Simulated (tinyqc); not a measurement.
# Small-signal admittance of a forward-biased p+-n diode: two studies

Holes injected into a neutral base of width wb with an ohmic contact at its end; low injection, p0 far above the equilibrium density. A small voltage v exp(i w t), w = 2 pi f, modulates the edge density by p0 v/Vt, and the small-signal density obeys Dp d2p/dx2 = (1/tau + i w) p.

Parameters, values chosen for the exercise; permittivity close to that of silicon:

| symbol | value | unit | meaning |
|---|---|---|---|
| T | 275 | K | temperature |
| eps_r | 11.7 |  | relative permittivity |
| Nd | 6.3e15 | cm^-3 | donor density of the base |
| Dp | 9.4 | cm^2/s | hole diffusion coefficient |
| tau | 1e-8 | s | hole lifetime |
| wb | 9.8 | um | width of the neutral base |
| p0 | 4.8e12 | cm^-3 | excess hole density at the junction edge |
| Na | 3e18 | cm^-3 | acceptor density of the p+ side |
| Rs | 0.0021 | ohm cm^2 | series resistance |
| f | 1.5e6 | Hz | signal frequency |

Constants: q = 1.602176634e-19 C, kB = 1.380649e-23 J/K, Vt = kB T/q, eps0 = 8.8541878128e-14 F/cm where lengths are in cm. Results are converted to the units shown.

Each table varies one quantity; the others keep the values above.

## Admittance against frequency

L = sqrt(Dp tau); direct current J = (q Dp p0/L) coth(wb/L); k = sqrt(1 + i w tau)/L; diffusion admittance Y = (q Dp p0/Vt) k coth(k wb) = G + i w C_diff; junction capacitance C_j = sqrt(q eps0 eps_r Nd/(2 Vr)) in the depletion approximation, with the remaining barrier Vr = Vt ln(Na/p0), a rough value under forward bias; base-width modulation is left out. Measured admittance 1/[Rs + 1/(Y + i w C_j)].

The same in every row: C_j (uF/cm^2) = 0.04066.

Result of one run:
```
f (Hz)  w tau  G (S/cm^2)  C_diff (uF/cm^2)  measured G (S/cm^2)  measured C (uF/cm^2)  phase of the measured Y (degrees)
5e9     314.2       12.49          3.963e-4                417.9              0.004894                              20.20
```

What becomes of these results when the signal frequency f is changed from 5e9 to 50000 Hz, all else the same?

Result of the changed run:
```
f (Hz)     w tau  G (S/cm^2)  C_diff (uF/cm^2)  measured G (S/cm^2)  measured C (uF/cm^2)  phase of the measured Y (degrees)
50000   0.003142      0.9983          0.004885               0.9962               0.04535                             0.8194
```

The whole series:
```
f (Hz)     w tau  G (S/cm^2)  C_diff (uF/cm^2)  measured G (S/cm^2)  measured C (uF/cm^2)  phase of the measured Y (degrees)
50000   0.003142      0.9983          0.004885               0.9962               0.04535                             0.8194
2e5      0.01257      0.9983          0.004885               0.9962               0.04535                              3.274
9e5      0.05655      0.9987          0.004883               0.9967               0.04535                              14.43
4e6       0.2513       1.005          0.004856                1.006               0.04532                              48.56
2e7        1.257       1.134          0.004357                1.198               0.04480                              77.99
7e7        4.398       1.652          0.002997                2.411               0.04328                              82.78
3e8        18.85       3.137          0.001578                15.82               0.04057                              78.31
1e9        62.83       5.621          8.805e-4                112.3               0.03137                              60.32
5e9        314.2       12.49          3.963e-4                417.9              0.004894                              20.20
```

G starts at J/Vt = 0.998 S/cm^2 and C_diff at (J tau/(2 Vt))(1 - 2 x/sinh 2x) = 0.00488 uF/cm^2, x = wb/L = 3.20. Between the last two rows G goes as f^(0.50) and C_diff as f^(-0.50); the limits are 1/2 and -1/2, reached when the signal penetrates only sqrt(Dp/w). The measured C is 0.42 % below C_diff + C_j in the first row and 88 % below it in the last, the difference being due to Rs.

## Effect of the width of the neutral base

Same model as above.

The same in every row: w tau = 0.094248; C_j (uF/cm^2) = 0.040659.

Effect of the width of the neutral base:
```
wb (um)  G (S/cm^2)  C_diff (uF/cm^2)  measured G (S/cm^2)  measured C (uF/cm^2)  phase of the measured Y (degrees)
0.15         20.353         1.6221e-4               19.519              0.037543                             1.0385
0.3          10.201         3.2411e-4               9.9872              0.039282                             2.1230
0.6          5.1489         6.4575e-4               5.0942              0.040426                             4.2773
1.2          2.6706         0.0012721               2.6560              0.041465                             8.3702
2.4          1.5207         0.0024012               1.5162              0.042787                             14.894
4.7          1.0926         0.0038963               1.0905              0.044352                             20.972
9.3          1.0005         0.0048536              0.99883              0.045322                             23.154
18          0.99609         0.0049685              0.99439              0.045437                             23.299
```

What does the table show?

As wb goes from 0.15 to 18, G falls from 20.4 to 0.996 S/cm^2, C_diff rises from 1.62e-4 to 0.00497 uF/cm^2 and the measured C rises from 0.0375 to 0.0454 uF/cm^2. C_diff stays below C_j.

Numbers from tinyqc (`OMP_NUM_THREADS=1 python tinyqc.py 2890119 2890120 out.jsonl`; about 0.01 s on one thread of a shared Intel Xeon 2.30GHz).
